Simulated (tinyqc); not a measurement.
Electron mobility in a silicon inversion layer, empirical terms and Matthiessen rule: two steps of the calculation.

Inversion layer of sheet density Ns on a uniformly doped body. The mobility terms are empirical power laws with prefactors chosen for the exercise; adding their inverses (Matthiessen) is itself an approximation.

Inputs (values chosen for the exercise); material values close to those of silicon:
- T = 300 K (temperature)
- Eg = 1.1 eV (band gap)
- eps_r = 11.8 (relative permittivity of the semiconductor)
- Nc = 2.79e19 cm^-3 (conduction-band density of states at T)
- Nv = 2.69e19 cm^-3 (valence-band density of states at T)
- Nb = 3.6e17 cm^-3 (body doping)
- Vsb = 0.6 V (reverse body bias)
- eta = 0.5 (weight of the inversion charge in the effective field)
- Ap = 418 cm^2/(V s) (phonon-limited mobility at 1 MV/cm and 300 K)
- As = 767 cm^2/(V s) (roughness-limited mobility at 1 MV/cm)
- gs = 2 (exponent of the roughness term)
- Ac = 2100 cm^2/(V s) (Coulomb prefactor)
- Nit = 1.7e10 cm^-2 (charge at the interface)
- Ns = 5.9e12 cm^-2 (inversion density)

Constants: q = 1.602176634e-19 C, kB = 1.380649e-23 J/K, Vt = kB T/q, eps0 = 8.8541878128e-14 F/cm where lengths are in cm. Results are converted to the units shown.

Problem 1. Depletion charge and effective field. ni = sqrt(Nc Nv) exp(-Eg/(2 Vt)), Eg in volts; Ndep = sqrt(2 eps0 eps_r Nb (2 Vt ln(Nb/ni) + Vsb)/q); E = q (Ndep + eta Ns)/(eps0 eps_r), in MV/cm.

Find: ni; Ndep; E.

Solution 1.

ni = 1.5779e10 cm^-3
Ndep = 2.6325e12 cm^-2
E = 0.85607 MV/cm

The depletion charge gives 47.2 % of the field.

Problem 2. Mobility terms and their sum. With t = T/(300 K): muC = Ac (Ns/1e12 cm^-2) t/(Nb/1e17 cm^-3 + Nit/1e11 cm^-2), muP = Ap E^(-1/3) t^(-1.75), muS = As E^(-gs); 1/mu is the sum of the inverses.

E = 0.85607168 MV/cm

Give: terms; mu; shares of 1/mu.

Solution 2.

terms (cm^2/(V s)): Coulomb 3286, phonon 440.2, roughness 1047
mu = 283.2 cm^2/(V s)
shares of 1/mu (%): Coulomb 8.616, phonon 64.33, roughness 27.06

The phonon term limits most.

tinyqc, about 0.01 s, one thread, Intel Xeon 2.30GHz (shared host): `OMP_NUM_THREADS=1 python tinyqc.py 2510006 2510007 out.jsonl`
